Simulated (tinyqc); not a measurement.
Worked calculation: plane-wave Kohn-Sham cycle with exchange-only LDA in a layered model solid. One step of it, computed by the program tinyqc.

Problem. Iteration 1: levels at that k. Diagonalise the Hermitian matrix.

H (hartree):
```
           -3         -2         -1         +0         +1         +2         +3
-3   1.332717  -0.295000   0.070000   0.000000   0.000000   0.000000   0.000000
-2  -0.295000   0.470667  -0.295000   0.070000   0.000000   0.000000   0.000000
-1   0.070000  -0.295000  -0.046563  -0.295000   0.070000   0.000000   0.000000
+0   0.000000   0.070000  -0.295000  -0.218972  -0.295000   0.070000   0.000000
+1   0.000000   0.000000   0.070000  -0.295000  -0.046563  -0.295000   0.070000
+2   0.000000   0.000000   0.000000   0.070000  -0.295000   0.470667  -0.295000
+3   0.000000   0.000000   0.000000   0.000000   0.070000  -0.295000   1.332717
```

Give: eigenvalues.

Solution.

eigenvalues (hartree): -0.543  -0.241  0.089  0.488  0.616  1.440  1.446
